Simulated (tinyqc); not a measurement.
From image to dissolution rate: chemically amplified photoresist: aerial image, acid generation, bake, development and line width. Computed by tinyqc, a small Python program. Command: `OMP_NUM_THREADS=1 python tinyqc.py 3026531 3026532 out.jsonl resist walk`. One thread of a shared host (Intel(R) Xeon(R) Processor @ 2.30GHz), about 0.02 s of CPU time with the checks.

Lines and spaces of pitch p with a two-beam-like image; x = 0 is the middle of the bright space. The resist is positive and treated as uniform in depth.

Inputs (values chosen for the exercise, for a model resist at 13.5 nm):

| quantity | value | unit |
|---|---|---|
| pitch p | 39 | nm |
| image contrast c | 0.78 | - |
| mean dose E | 7.84 | mJ/cm^2 |
| Dill parameter C | 0.025 | cm^2/mJ |
| quencher load q, relative to the acid generator | 0.12 | - |
| acid diffusivity D | 0.084 | nm^2/s |
| bake time t | 90 | s |
| amplification rate k_amp | 0.065 | 1/s |
| threshold protection m_th | 0.44 | - |
| development selectivity n | 8 | - |
| largest rate r_max | 650 | nm/s |
| smallest rate r_min | 0.03 | nm/s |

Method:
- Dose E(x) = E [1 + c cos(2 pi x/p)]; acid h = 1 - exp(-C E(x)).
- Bake: the acid image is blurred by a Gaussian of variance sigma^2 = 2 D t (each Fourier term k of h, taken on 64 points, is multiplied by exp(-4 pi^2 k^2 D t/p^2)).
- The quencher then removes q, h_eff = max(h_blurred - q, 0); protection m = exp(-k_amp t h_eff).
- Mack rate r = r_max (a + 1)(1 - m)^n/(a + (1 - m)^n) + r_min, a = ((n + 1)/(n - 1))(1 - m_th)^n.

Across half a pitch:

| x/p | x (nm) | dose (mJ/cm^2) | blurred acid | protection m | rate (nm/s) |
|---|---|---|---|---|---|
| 0.00 | 0.00 | 13.955 | 0.27458 | 0.4048 | 3.6774e+02 |
| 0.05 | 1.95 | 13.656 | 0.26992 | 0.4160 | 3.4294e+02 |
| 0.10 | 3.90 | 12.787 | 0.25629 | 0.4505 | 2.6360e+02 |
| 0.15 | 5.85 | 11.434 | 0.23472 | 0.5111 | 1.3678e+02 |
| 0.20 | 7.80 | 9.730 | 0.20694 | 0.6013 | 3.2158e+01 |
| 0.25 | 9.75 | 7.840 | 0.17537 | 0.7233 | 1.8435e+00 |
| 0.30 | 11.70 | 5.950 | 0.14296 | 0.8743 | 3.3298e-02 |
| 0.35 | 13.65 | 4.246 | 0.11299 | 1.0000 | 3.0000e-02 |
| 0.40 | 15.60 | 2.893 | 0.08871 | 1.0000 | 3.0000e-02 |
| 0.45 | 17.55 | 2.024 | 0.07288 | 1.0000 | 3.0000e-02 |
| 0.50 | 19.50 | 1.725 | 0.06738 | 1.0000 | 3.0000e-02 |

What does the comparison show, and why?

The dose varies by a factor 8.09 across the pattern and the rate by 12300.

Extremes, crossings and ranges named in words are read from the listed rows.
